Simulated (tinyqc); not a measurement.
# Worked calculation: frequency dispersion of an accumulation capacitance by border traps, distributed model

Program tinyqc, `OMP_NUM_THREADS=1 python tinyqc.py 2202247 2202248 out.jsonl`; Intel Xeon 2.30GHz, shared host, one thread, about 0.6 s. Printed values are rounded.

Traps spread evenly through the insulator exchange electrons with the semiconductor by tunnelling, with tau(x) = t0 exp(2 ka x) at depth x from the interface. The admittance per area Y seen at depth x obeys dY/dx = -Y^2/(i w eps0 eox) + q Nb ln(1 + i w tau)/tau, with Y(0) = i w Cs and w = 2 pi f; the gate sees Y(tox) = G + i w C. Working variable y = Y/(i w), in uF/cm^2. Cox = eps0 eox/tox.

Parameters, values chosen for the exercise; permittivity close to that of hafnium oxide: relative permittivity of the insulator eox = 18.4; insulator thickness tox = 9 nm; semiconductor capacitance in accumulation Cs = 7.8 uF/cm^2; density of border traps Nb = 6.5e19 cm^-3 eV^-1; decay constant of the wave function in the insulator ka = 6.3 1/nm; time constant of a trap at the interface t0 = 2e-11 s; frequency f = 10000 Hz; depth down to which the steps are taken xe = 1.5 nm.

Constants: q = 1.602176634e-19 C, eps0 = 8.8541878128e-14 F/cm where lengths are in cm. Results are converted to the units shown.

## Scales and lumped estimate

Cox; trap-free value 1/(1/Cox + 1/Cs); response depth d = ln(1/(w t0))/(2 ka), where w tau = 1; lumped estimate: all traps within d act as C_bt = q Nb d placed at d/2, so C = 1/{1/[1/(1/Cs + d/(2 eps0 eox)) + C_bt] + (tox - d/2)/(eps0 eox)}.

Cox = 1.810190 uF/cm^2
trap-free C = 1.469220 uF/cm^2
d = 1.078339 nm
C_bt = 1.122998 uF/cm^2
lumped C = 1.524631 uF/cm^2

The traps within reach amount to 0.144 Cs and lie in the first 12.0 % of the insulator.

## Midpoint steps through the active depth

In terms of y: dy/dx = -y^2/(eps0 eox) + s(x), s = q Nb ln(1 + z)/z, z = i w tau. 9 midpoint steps of h = xe/9: y_half = y + (h/2) y'(x, y), y(new) = y + h y'(x + h/2, y_half).

x, point 0 to 9 (nm): [0, 0.1666667, 0.3333333, 0.5, 0.6666667, 0.8333333, 1, 1.166667, 1.333333, 1.5]
s, point 0 to 9 (uF/(cm^2 nm)): [1.041415-0.000001i, 1.041415-0.000005i, 1.041415-0.000044i, 1.041415-0.000356i, 1.041404-0.002910i, 1.040693-0.023738i, 0.996862-0.181706i, 0.428890-0.398392i, 0.064139-0.134672i, 0.008035-0.027264i]
y, point 0 to 9 (uF/cm^2): [7.800000+0.000000i, 7.386466+0.000000i, 7.030562-0.000003i, 6.722070-0.000023i, 6.453017-0.000186i, 6.217074-0.001517i, 6.008245-0.012315i, 5.784467-0.070863i, 5.487168-0.102620i, 5.199531-0.101233i]

## Capacitance and conductance at the gate

y at xe = 5.199531-0.101233i uF/cm^2

Beyond xe the traps are ignored, so 1/y(tox) = 1/y(xe) + (tox - xe)/(eps0 eox); C = Re y, G/w = -Im y, loss tangent G/(w C).

y at the gate = 1.532260-0.008788i uF/cm^2
C = 1.532260 uF/cm^2
G/w = 0.008788398 uF/cm^2
loss tangent = 0.005735577

A fine integration over the whole insulator gives C = 1.5321 and G/w = 0.008983 uF/cm^2; the coarse G/w is 2.2 % below that. The fine C is 4.3 % above the trap-free value, and the lumped estimate is 0.49 % below the fine result.
